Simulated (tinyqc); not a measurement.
Inside a calculation (part 1 of 2). Method: UHF in the 3-21g basis, for H2+, spin multiplicity 2. Computed by tinyqc, a small Python program that keeps every step (integrals from PySCF). Settings: charge = 1, multiplicity = 2, basis = 3-21g, energy threshold = 1e-08, iteration cap = 79, orthogonalisation = symmetric, start = random, DIIS depth = 8, method = UHF. Command: `OMP_NUM_THREADS=1 python tinyqc.py 27590 27591 out.jsonl` (the two numbers bound the seeds that draw the settings). One thread of a shared host (Intel(R) Xeon(R) Processor @ 2.60GHz), about 0.04 s of CPU time with the checks. Later iterations appear only in the table of the cycle.

## One-electron integrals

Geometry (angstrom):
```
atom        x        y        z
H     0.00000  0.00000  0.00000
H     0.00000  0.00000  0.95700
```

Basis 3-21g: exponents (1/bohr^2) and contraction coefficients of normalised primitives:
```
element  l (shell)  exponent  coefficient
H            s (1)   5.44718      0.15628
H            s (1)   0.82455      0.90469
H            s (2)   0.18319      1.00000
```

Overlap, kinetic and nuclear-attraction integrals over the contracted functions; the nuclear repulsion is the sum of Za Zb / Rab.

nuclear repulsion = 0.5529542 hartree

overlap S, order 1H 1s, 1H 2s, 2H 1s, 2H 2s:
$$\begin{pmatrix}
1.00000 & 0.64590 & 0.22763 & 0.39387 \\
0.64590 & 1.00000 & 0.39387 & 0.74114 \\
0.22763 & 0.39387 & 1.00000 & 0.64590 \\
0.39387 & 0.74114 & 0.64590 & 1.00000
\end{pmatrix}$$

kinetic energy T (hartree), order 1H 1s, 1H 2s, 2H 1s, 2H 2s:
$$\begin{pmatrix}
1.54940 & 0.29315 & 0.00822 & 0.11967 \\
0.29315 & 0.27479 & 0.11967 & 0.16298 \\
0.00822 & 0.11967 & 1.54940 & 0.29315 \\
0.11967 & 0.16298 & 0.29315 & 0.27479
\end{pmatrix}$$

nuclear attraction V (hartree), order 1H 1s, 1H 2s, 2H 1s, 2H 2s:
$$\begin{pmatrix}
-2.27341 & -1.13634 & -0.47055 & -0.71468 \\
-1.13634 & -1.16872 & -0.71468 & -0.91978 \\
-0.47055 & -0.71468 & -2.27341 & -1.13634 \\
-0.71468 & -0.91978 & -1.13634 & -1.16872
\end{pmatrix}$$

core Hamiltonian H = T + V (hartree), order 1H 1s, 1H 2s, 2H 1s, 2H 2s:
$$\begin{pmatrix}
-0.72400 & -0.84319 & -0.46232 & -0.59501 \\
-0.84319 & -0.89393 & -0.59501 & -0.75679 \\
-0.46232 & -0.59501 & -0.72400 & -0.84319 \\
-0.59501 & -0.75679 & -0.84319 & -0.89393
\end{pmatrix}$$

## Two-electron integrals

Functions are numbered as in S; the eight-fold symmetry (ij|kl) = (ji|kl) = (kl|ij) leaves the list below.

Two-electron integrals (ij|kl) in chemists' order, unique and non-zero (hartree):
```
(11|11) 1.14014   (21|11) 0.61140   (21|21) 0.34515   (22|11) 0.62637
(22|21) 0.38033   (22|22) 0.48296   (31|11) 0.19692   (31|21) 0.11398
(31|22) 0.13019   (31|31) 0.05352   (32|11) 0.24156   (32|21) 0.14873
(32|22) 0.19217   (32|31) 0.07578   (32|32) 0.12770   (33|11) 0.54492
(33|21) 0.34411   (33|22) 0.46667   (33|31) 0.19692   (33|32) 0.36374
(33|33) 1.14014   (41|11) 0.36374   (41|21) 0.20649   (41|22) 0.22969
(41|31) 0.07578   (41|32) 0.10143   (41|33) 0.24156   (41|41) 0.12770
(42|11) 0.42794   (42|21) 0.26224   (42|22) 0.34084   (42|31) 0.10438
(42|32) 0.16640   (42|33) 0.42794   (42|41) 0.16640   (42|42) 0.26528
(43|11) 0.34411   (43|21) 0.21586   (43|22) 0.29204   (43|31) 0.11398
(43|32) 0.20649   (43|33) 0.61140   (43|41) 0.14873   (43|42) 0.26224
(43|43) 0.34515   (44|11) 0.46667   (44|21) 0.29204   (44|22) 0.40163
(44|31) 0.13019   (44|32) 0.22969   (44|33) 0.62637   (44|41) 0.19217
(44|42) 0.34084   (44|43) 0.38033   (44|44) 0.48296
```

## Orthogonalisation

S = U s U^T; symmetric (Loewdin) form X = U s^(-1/2) U^T, so that X^T S X = 1.

eigenvalues of S: [0.15584, 0.41338, 0.87539, 2.55539]

X, order 1H 1s, 1H 2s, 2H 1s, 2H 2s:
$$\begin{pmatrix}
1.24018 & -0.48211 & -0.03828 & 0.03078 \\
-0.48211 & 1.65124 & 0.03078 & -0.67224 \\
-0.03828 & 0.03078 & 1.24018 & -0.48211 \\
0.03078 & -0.67224 & -0.48211 & 1.65124
\end{pmatrix}$$

## Starting guess

The start is random orthonormal orbitals; D(s) = C_occ C_occ^T for each spin.

D(alpha) at the start, order 1H 1s, 1H 2s, 2H 1s, 2H 2s:
$$\begin{pmatrix}
0.81338 & -0.03817 & 0.70931 & -0.65628 \\
-0.03817 & 0.00179 & -0.03329 & 0.03080 \\
0.70931 & -0.03329 & 0.61856 & -0.57231 \\
-0.65628 & 0.03080 & -0.57231 & 0.52952
\end{pmatrix}$$

D(beta) at the start, order 1H 1s, 1H 2s, 2H 1s, 2H 2s:
$$\begin{pmatrix}
0.00000 & 0.00000 & 0.00000 & 0.00000 \\
0.00000 & 0.00000 & 0.00000 & 0.00000 \\
0.00000 & 0.00000 & 0.00000 & 0.00000 \\
0.00000 & 0.00000 & 0.00000 & 0.00000
\end{pmatrix}$$

## Iteration 1: building the Fock matrix

J_ij = sum D_kl (ij|kl) with D = D(alpha) + D(beta), K_ij = sum D_kl (ik|jl) for each spin; F = H + J - K(s); E = tr D H + tr D J / 2 - 0.5 sum_s tr D(s) K(s) + E_nn.

Coulomb J (hartree), order 1H 1s, 1H 2s, 2H 1s, 2H 2s:
$$\begin{pmatrix}
0.88433 & 0.48896 & 0.18984 & 0.30483 \\
0.48896 & 0.53977 & 0.27185 & 0.40862 \\
0.18984 & 0.27185 & 0.71934 & 0.41733 \\
0.30483 & 0.40862 & 0.41733 & 0.50402
\end{pmatrix}$$

exchange K(alpha) (hartree), order 1H 1s, 1H 2s, 2H 1s, 2H 2s:
$$\begin{pmatrix}
0.70236 & 0.31979 & 0.28867 & 0.19596 \\
0.31979 & 0.15655 & 0.16517 & 0.10593 \\
0.28867 & 0.16517 & 0.34443 & 0.14082 \\
0.19596 & 0.10593 & 0.14082 & 0.08783
\end{pmatrix}$$

exchange K(beta) (hartree), order 1H 1s, 1H 2s, 2H 1s, 2H 2s:
$$\begin{pmatrix}
0.00000 & 0.00000 & 0.00000 & 0.00000 \\
0.00000 & 0.00000 & 0.00000 & 0.00000 \\
0.00000 & 0.00000 & 0.00000 & 0.00000 \\
0.00000 & 0.00000 & 0.00000 & 0.00000
\end{pmatrix}$$

F(alpha) (hartree), order 1H 1s, 1H 2s, 2H 1s, 2H 2s:
$$\begin{pmatrix}
-0.54204 & -0.67402 & -0.56116 & -0.48614 \\
-0.67402 & -0.51070 & -0.48833 & -0.45411 \\
-0.56116 & -0.48833 & -0.34910 & -0.56668 \\
-0.48614 & -0.45411 & -0.56668 & -0.47775
\end{pmatrix}$$

F(beta) (hartree), order 1H 1s, 1H 2s, 2H 1s, 2H 2s:
$$\begin{pmatrix}
0.16033 & -0.35423 & -0.27249 & -0.29019 \\
-0.35423 & -0.35416 & -0.32317 & -0.34818 \\
-0.27249 & -0.32317 & -0.00467 & -0.42586 \\
-0.29019 & -0.34818 & -0.42586 & -0.38991
\end{pmatrix}$$

total energy of this density = 0.1888959 hartree

## Iteration 1: diagonalisation and new density

Diagonalise F' = X^T F X, C = X C', fill 1 alpha and 0 beta electrons from the bottom; D(s) = C_occ C_occ^T. Each column has its largest component positive (the first on a tie).

F' = X^T F X (alpha) (hartree):
$$\begin{pmatrix}
-0.13439 & -0.56252 & -0.39938 & -0.01576 \\
-0.56252 & 0.02195 & -0.08957 & -0.13315 \\
-0.39938 & -0.08957 & 0.04152 & -0.45963 \\
-0.01576 & -0.13315 & -0.45963 & -0.02607
\end{pmatrix}$$

orbital energies (alpha) (hartree): MO1 -0.88883, MO2 -0.22952, MO3 0.30687, MO4 0.71448

coefficients C (alpha), order 1H 1s, 1H 2s, 2H 1s, 2H 2s:
$$\begin{pmatrix}
0.53941 & -0.31393 & -0.69628 & -0.94793 \\
0.28433 & -0.91282 & 0.86058 & 1.32560 \\
0.43105 & 0.21071 & -0.83450 & 0.91994 \\
0.02923 & 1.18968 & 0.60466 & -1.27674
\end{pmatrix}$$

F' = X^T F X (beta) (hartree):
$$\begin{pmatrix}
0.59062 & -0.49946 & -0.17383 & -0.02508 \\
-0.49946 & 0.03715 & -0.04197 & -0.13815 \\
-0.17383 & -0.04197 & 0.41300 & -0.50930 \\
-0.02508 & -0.13815 & -0.50930 & 0.01068
\end{pmatrix}$$

orbital energies (beta) (hartree): MO1 -0.48042, MO2 -0.11411, MO3 0.67544, MO4 0.97054

coefficients C (beta), order 1H 1s, 1H 2s, 2H 1s, 2H 2s:
$$\begin{pmatrix}
0.16261 & 0.14083 & 0.65737 & -1.13775 \\
0.29998 & 1.28564 & -0.35210 & 1.24300 \\
0.25794 & -0.15099 & 1.06407 & 0.74251 \\
0.48466 & -1.16123 & -0.92379 & -0.98750
\end{pmatrix}$$

D(alpha) after iteration 1, order 1H 1s, 1H 2s, 2H 1s, 2H 2s:
$$\begin{pmatrix}
0.29096 & 0.15337 & 0.23251 & 0.01577 \\
0.15337 & 0.08084 & 0.12256 & 0.00831 \\
0.23251 & 0.12256 & 0.18580 & 0.01260 \\
0.01577 & 0.00831 & 0.01260 & 0.00085
\end{pmatrix}$$

D(beta) after iteration 1, order 1H 1s, 1H 2s, 2H 1s, 2H 2s:
$$\begin{pmatrix}
0.00000 & 0.00000 & 0.00000 & 0.00000 \\
0.00000 & 0.00000 & 0.00000 & 0.00000 \\
0.00000 & 0.00000 & 0.00000 & 0.00000 \\
0.00000 & 0.00000 & 0.00000 & 0.00000
\end{pmatrix}$$

## Iteration 2: building the Fock matrix

As before.

Coulomb J (hartree), order 1H 1s, 1H 2s, 2H 1s, 2H 2s:
$$\begin{pmatrix}
0.84961 & 0.48447 & 0.18994 & 0.30343 \\
0.48447 & 0.55292 & 0.27693 & 0.41790 \\
0.18994 & 0.27693 & 0.72508 & 0.42523 \\
0.30343 & 0.41790 & 0.42523 & 0.51278
\end{pmatrix}$$

exchange K(alpha) (hartree), order 1H 1s, 1H 2s, 2H 1s, 2H 2s:
$$\begin{pmatrix}
0.69356 & 0.50540 & 0.36491 & 0.39925 \\
0.50540 & 0.41448 & 0.34661 & 0.35067 \\
0.36491 & 0.34661 & 0.46444 & 0.36214 \\
0.39925 & 0.35067 & 0.36214 & 0.32894
\end{pmatrix}$$

exchange K(beta) (hartree), order 1H 1s, 1H 2s, 2H 1s, 2H 2s:
$$\begin{pmatrix}
0.00000 & 0.00000 & 0.00000 & 0.00000 \\
0.00000 & 0.00000 & 0.00000 & 0.00000 \\
0.00000 & 0.00000 & 0.00000 & 0.00000 \\
0.00000 & 0.00000 & 0.00000 & 0.00000
\end{pmatrix}$$

F(alpha) (hartree), order 1H 1s, 1H 2s, 2H 1s, 2H 2s:
$$\begin{pmatrix}
-0.56796 & -0.86413 & -0.63729 & -0.69083 \\
-0.86413 & -0.75549 & -0.66469 & -0.68956 \\
-0.63729 & -0.66469 & -0.46337 & -0.78010 \\
-0.69083 & -0.68956 & -0.78010 & -0.71009
\end{pmatrix}$$

F(beta) (hartree), order 1H 1s, 1H 2s, 2H 1s, 2H 2s:
$$\begin{pmatrix}
0.12560 & -0.35872 & -0.27238 & -0.29158 \\
-0.35872 & -0.34101 & -0.31808 & -0.33889 \\
-0.27238 & -0.31808 & 0.00107 & -0.41796 \\
-0.29158 & -0.33889 & -0.41796 & -0.38115
\end{pmatrix}$$

total energy of this density = -0.5373267 hartree

## Iteration 2: DIIS over 2 matrices

error matrix X^T (FDS - SDF) X (alpha):
$$\begin{pmatrix}
0.00000 & 0.11300 & 0.02712 & 0.13279 \\
-0.11300 & 0.00000 & -0.06671 & 0.04055 \\
-0.02712 & 0.06671 & 0.00000 & 0.08813 \\
-0.13279 & -0.04055 & -0.08813 & 0.00000
\end{pmatrix}$$

B (overlaps of the stored error matrices):
$$\begin{pmatrix}
6.4338719e-01 & 2.3028515e-01 \\
2.3028515e-01 & 8.9997247e-02
\end{pmatrix}$$

Minimise |sum c_i e_i|^2 with sum c_i = 1: solve [B -1; -1 0][c; lambda] = [0; -1] with B_ij = tr e_i^T e_j summed over both spins, and take F = sum c_i F_i.

DIIS coefficients: [-0.51423, 1.51423]

extrapolated F(alpha) (hartree), order 1H 1s, 1H 2s, 2H 1s, 2H 2s:
$$\begin{pmatrix}
-0.58129 & -0.96189 & -0.67644 & -0.79609 \\
-0.96189 & -0.88136 & -0.75538 & -0.81063 \\
-0.67644 & -0.75538 & -0.52213 & -0.88984 \\
-0.79609 & -0.81063 & -0.88984 & -0.82956
\end{pmatrix}$$

extrapolated F(beta) (hartree), order 1H 1s, 1H 2s, 2H 1s, 2H 2s:
$$\begin{pmatrix}
0.10774 & -0.36104 & -0.27233 & -0.29230 \\
-0.36104 & -0.33425 & -0.31547 & -0.33411 \\
-0.27233 & -0.31547 & 0.00403 & -0.41390 \\
-0.29230 & -0.33411 & -0.41390 & -0.37664
\end{pmatrix}$$

## Iteration 2: diagonalisation and new density

As before.

F' = X^T F X (alpha) (hartree):
$$\begin{pmatrix}
0.05150 & -0.75789 & -0.32820 & -0.23266 \\
-0.75789 & -0.11838 & -0.19996 & -0.24596 \\
-0.32820 & -0.19996 & 0.07003 & -0.70237 \\
-0.23266 & -0.24596 & -0.70237 & -0.07633
\end{pmatrix}$$

orbital energies (alpha) (hartree): MO1 -1.25446, MO2 -0.25758, MO3 0.64085, MO4 0.79799

coefficients C (alpha), order 1H 1s, 1H 2s, 2H 1s, 2H 2s:
$$\begin{pmatrix}
0.37667 & 0.24359 & 0.74806 & -1.00603 \\
0.31286 & 1.06504 & -0.55982 & 1.36612 \\
0.33915 & -0.31039 & 0.91224 & 0.85402 \\
0.24356 & -1.05718 & -0.85281 & -1.22787
\end{pmatrix}$$

F' = X^T F X (beta) (hartree):
$$\begin{pmatrix}
0.52220 & -0.49288 & -0.17177 & -0.02888 \\
-0.49288 & 0.06374 & -0.04328 & -0.13221 \\
-0.17177 & -0.04328 & 0.41519 & -0.49939 \\
-0.02888 & -0.13221 & -0.49939 & 0.01260
\end{pmatrix}$$

orbital energies (beta) (hartree): MO1 -0.46965, MO2 -0.10753, MO3 0.66180, MO4 0.92909

coefficients C (beta), order 1H 1s, 1H 2s, 2H 1s, 2H 2s:
$$\begin{pmatrix}
0.19176 & 0.17745 & 0.71726 & -1.09095 \\
0.27955 & 1.25087 & -0.45994 & 1.24801 \\
0.25718 & -0.14206 & 1.01839 & 0.80588 \\
0.48501 & -1.16553 & -0.84181 & -1.05334
\end{pmatrix}$$

D(alpha) after iteration 2, order 1H 1s, 1H 2s, 2H 1s, 2H 2s:
$$\begin{pmatrix}
0.14188 & 0.11784 & 0.12775 & 0.09174 \\
0.11784 & 0.09788 & 0.10610 & 0.07620 \\
0.12775 & 0.10610 & 0.11502 & 0.08260 \\
0.09174 & 0.07620 & 0.08260 & 0.05932
\end{pmatrix}$$

D(beta) after iteration 2, order 1H 1s, 1H 2s, 2H 1s, 2H 2s:
$$\begin{pmatrix}
0.00000 & 0.00000 & 0.00000 & 0.00000 \\
0.00000 & 0.00000 & 0.00000 & 0.00000 \\
0.00000 & 0.00000 & 0.00000 & 0.00000 \\
0.00000 & 0.00000 & 0.00000 & 0.00000
\end{pmatrix}$$

## Iteration 3: building the Fock matrix

As before.

Coulomb J (hartree), order 1H 1s, 1H 2s, 2H 1s, 2H 2s:
$$\begin{pmatrix}
0.74792 & 0.43642 & 0.17631 & 0.27619 \\
0.43642 & 0.51966 & 0.26814 & 0.40159 \\
0.17631 & 0.26814 & 0.71044 & 0.41838 \\
0.27619 & 0.40159 & 0.41838 & 0.50709
\end{pmatrix}$$

exchange K(alpha) (hartree), order 1H 1s, 1H 2s, 2H 1s, 2H 2s:
$$\begin{pmatrix}
0.53861 & 0.44475 & 0.32894 & 0.37667 \\
0.44475 & 0.42264 & 0.35867 & 0.38729 \\
0.32894 & 0.35867 & 0.47046 & 0.40024 \\
0.37667 & 0.38729 & 0.40024 & 0.39534
\end{pmatrix}$$

exchange K(beta) (hartree), order 1H 1s, 1H 2s, 2H 1s, 2H 2s:
$$\begin{pmatrix}
0.00000 & 0.00000 & 0.00000 & 0.00000 \\
0.00000 & 0.00000 & 0.00000 & 0.00000 \\
0.00000 & 0.00000 & 0.00000 & 0.00000 \\
0.00000 & 0.00000 & 0.00000 & 0.00000
\end{pmatrix}$$

F(alpha) (hartree), order 1H 1s, 1H 2s, 2H 1s, 2H 2s:
$$\begin{pmatrix}
-0.51470 & -0.85152 & -0.61495 & -0.69549 \\
-0.85152 & -0.79691 & -0.68554 & -0.74249 \\
-0.61495 & -0.68554 & -0.48402 & -0.82505 \\
-0.69549 & -0.74249 & -0.82505 & -0.78218
\end{pmatrix}$$

F(beta) (hartree), order 1H 1s, 1H 2s, 2H 1s, 2H 2s:
$$\begin{pmatrix}
0.02391 & -0.40677 & -0.28601 & -0.31882 \\
-0.40677 & -0.37427 & -0.32687 & -0.35520 \\
-0.28601 & -0.32687 & -0.01356 & -0.42481 \\
-0.31882 & -0.35520 & -0.42481 & -0.38684
\end{pmatrix}$$

total energy of this density = -0.5804991 hartree

## Iteration 3: DIIS over 3 matrices

error matrix X^T (FDS - SDF) X (alpha):
$$\begin{pmatrix}
0.00000 & 0.00645 & 0.01283 & 0.01363 \\
-0.00645 & 0.00000 & 0.00740 & 0.00793 \\
-0.01283 & -0.00740 & 0.00000 & 0.00015 \\
-0.01363 & -0.00793 & -0.00015 & 0.00000
\end{pmatrix}$$

B (overlaps of the stored error matrices):
$$\begin{pmatrix}
6.4338719e-01 & 2.3028515e-01 & 9.7366385e-03 \\
2.3028515e-01 & 8.9997247e-02 & 5.4553442e-03 \\
9.7366385e-03 & 5.4553442e-03 & 1.0193630e-03
\end{pmatrix}$$

As before.

DIIS coefficients: [0.07758, -0.26467, 1.18709]

extrapolated F(alpha) (hartree), order 1H 1s, 1H 2s, 2H 1s, 2H 2s:
$$\begin{pmatrix}
-0.50272 & -0.83442 & -0.60486 & -0.68049 \\
-0.83442 & -0.78566 & -0.67575 & -0.73413 \\
-0.60486 & -0.67575 & -0.47902 & -0.81690 \\
-0.68049 & -0.73413 & -0.81690 & -0.77764
\end{pmatrix}$$

extrapolated F(beta) (hartree), order 1H 1s, 1H 2s, 2H 1s, 2H 2s:
$$\begin{pmatrix}
0.00758 & -0.41541 & -0.28857 & -0.32381 \\
-0.41541 & -0.38151 & -0.32891 & -0.35898 \\
-0.28857 & -0.32891 & -0.01675 & -0.42670 \\
-0.32381 & -0.35898 & -0.42670 & -0.38858
\end{pmatrix}$$

## Iteration 3: diagonalisation and new density

As before.

F' = X^T F X (alpha) (hartree):
$$\begin{pmatrix}
0.04480 & -0.66113 & -0.31372 & -0.15704 \\
-0.66113 & -0.11060 & -0.15940 & -0.23608 \\
-0.31372 & -0.15940 & 0.06235 & -0.64567 \\
-0.15704 & -0.23608 & -0.64567 & -0.11144
\end{pmatrix}$$

orbital energies (alpha) (hartree): MO1 -1.11657, MO2 -0.26350, MO3 0.50918, MO4 0.75600

coefficients C (alpha), order 1H 1s, 1H 2s, 2H 1s, 2H 2s:
$$\begin{pmatrix}
0.35909 & -0.27510 & 0.82377 & -0.94323 \\
0.29351 & -1.05881 & -0.70244 & 1.30814 \\
0.34700 & 0.27041 & 0.84886 & 0.92671 \\
0.27212 & 1.07812 & -0.71308 & -1.29113
\end{pmatrix}$$

F' = X^T F X (beta) (hartree):
$$\begin{pmatrix}
0.42154 & -0.50188 & -0.17282 & -0.03988 \\
-0.50188 & 0.02716 & -0.04271 & -0.13599 \\
-0.17282 & -0.04271 & 0.39580 & -0.50340 \\
-0.03988 & -0.13599 & -0.50340 & 0.02017
\end{pmatrix}$$

orbital energies (beta) (hartree): MO1 -0.50952, MO2 -0.13658, MO3 0.63255, MO4 0.87822

coefficients C (beta), order 1H 1s, 1H 2s, 2H 1s, 2H 2s:
$$\begin{pmatrix}
0.23530 & 0.18485 & 0.83928 & -0.98943 \\
0.35390 & 1.19564 & -0.61722 & 1.21496 \\
0.25132 & -0.18182 & 0.90864 & 0.92252 \\
0.38783 & -1.17676 & -0.71382 & -1.16927
\end{pmatrix}$$

D(alpha) after iteration 3, order 1H 1s, 1H 2s, 2H 1s, 2H 2s:
$$\begin{pmatrix}
0.12894 & 0.10540 & 0.12460 & 0.09771 \\
0.10540 & 0.08615 & 0.10185 & 0.07987 \\
0.12460 & 0.10185 & 0.12041 & 0.09443 \\
0.09771 & 0.07987 & 0.09443 & 0.07405
\end{pmatrix}$$

D(beta) after iteration 3, order 1H 1s, 1H 2s, 2H 1s, 2H 2s:
$$\begin{pmatrix}
0.00000 & 0.00000 & 0.00000 & 0.00000 \\
0.00000 & 0.00000 & 0.00000 & 0.00000 \\
0.00000 & 0.00000 & 0.00000 & 0.00000 \\
0.00000 & 0.00000 & 0.00000 & 0.00000
\end{pmatrix}$$

## Iteration 4: building the Fock matrix

As before.

Coulomb J (hartree), order 1H 1s, 1H 2s, 2H 1s, 2H 2s:
$$\begin{pmatrix}
0.73273 & 0.42912 & 0.17576 & 0.27270 \\
0.42912 & 0.51455 & 0.27016 & 0.40092 \\
0.17576 & 0.27016 & 0.72087 & 0.42342 \\
0.27270 & 0.40092 & 0.42342 & 0.51058
\end{pmatrix}$$

exchange K(alpha) (hartree), order 1H 1s, 1H 2s, 2H 1s, 2H 2s:
$$\begin{pmatrix}
0.51220 & 0.42887 & 0.32768 & 0.37028 \\
0.42887 & 0.41463 & 0.36454 & 0.38868 \\
0.32768 & 0.36454 & 0.49061 & 0.41478 \\
0.37028 & 0.38868 & 0.41478 & 0.40603
\end{pmatrix}$$

exchange K(beta) (hartree), order 1H 1s, 1H 2s, 2H 1s, 2H 2s:
$$\begin{pmatrix}
0.00000 & 0.00000 & 0.00000 & 0.00000 \\
0.00000 & 0.00000 & 0.00000 & 0.00000 \\
0.00000 & 0.00000 & 0.00000 & 0.00000 \\
0.00000 & 0.00000 & 0.00000 & 0.00000
\end{pmatrix}$$

F(alpha) (hartree), order 1H 1s, 1H 2s, 2H 1s, 2H 2s:
$$\begin{pmatrix}
-0.50347 & -0.84293 & -0.61424 & -0.69259 \\
-0.84293 & -0.79401 & -0.68939 & -0.74456 \\
-0.61424 & -0.68939 & -0.49375 & -0.83456 \\
-0.69259 & -0.74456 & -0.83456 & -0.78938
\end{pmatrix}$$

F(beta) (hartree), order 1H 1s, 1H 2s, 2H 1s, 2H 2s:
$$\begin{pmatrix}
0.00873 & -0.41407 & -0.28656 & -0.32231 \\
-0.41407 & -0.37938 & -0.32486 & -0.35588 \\
-0.28656 & -0.32486 & -0.00313 & -0.41978 \\
-0.32231 & -0.35588 & -0.41978 & -0.38335
\end{pmatrix}$$

total energy of this density = -0.5813477 hartree

## Iteration 4: DIIS over 4 matrices

error matrix X^T (FDS - SDF) X (alpha):
$$\begin{pmatrix}
0.00000 & 0.00050 & 0.00418 & 0.00274 \\
-0.00050 & 0.00000 & 0.00391 & 0.00236 \\
-0.00418 & -0.00391 & 0.00000 & -0.00163 \\
-0.00274 & -0.00236 & 0.00163 & 0.00000
\end{pmatrix}$$

B (overlaps of the stored error matrices):
$$\begin{pmatrix}
6.4338719e-01 & 2.3028515e-01 & 9.7366385e-03 & -3.6030372e-04 \\
2.3028515e-01 & 8.9997247e-02 & 5.4553442e-03 & 4.5045360e-04 \\
9.7366385e-03 & 5.4553442e-03 & 1.0193630e-03 & 2.8312771e-04 \\
-3.6030372e-04 & 4.5045360e-04 & 2.8312771e-04 & 9.7398994e-05
\end{pmatrix}$$

As before.

DIIS coefficients: [-0.00309, 0.03650, -0.60134, 1.56792]

extrapolated F(alpha) (hartree), order 1H 1s, 1H 2s, 2H 1s, 2H 2s:
$$\begin{pmatrix}
-0.49895 & -0.83906 & -0.61482 & -0.69142 \\
-0.83906 & -0.79174 & -0.69143 & -0.74469 \\
-0.61482 & -0.69143 & -0.49893 & -0.83911 \\
-0.69142 & -0.74469 & -0.83911 & -0.79178
\end{pmatrix}$$

extrapolated F(beta) (hartree), order 1H 1s, 1H 2s, 2H 1s, 2H 2s:
$$\begin{pmatrix}
0.00339 & -0.41662 & -0.28642 & -0.32338 \\
-0.41662 & -0.38113 & -0.32340 & -0.35569 \\
-0.28642 & -0.32340 & 0.00329 & -0.41666 \\
-0.32338 & -0.35569 & -0.41666 & -0.38116
\end{pmatrix}$$
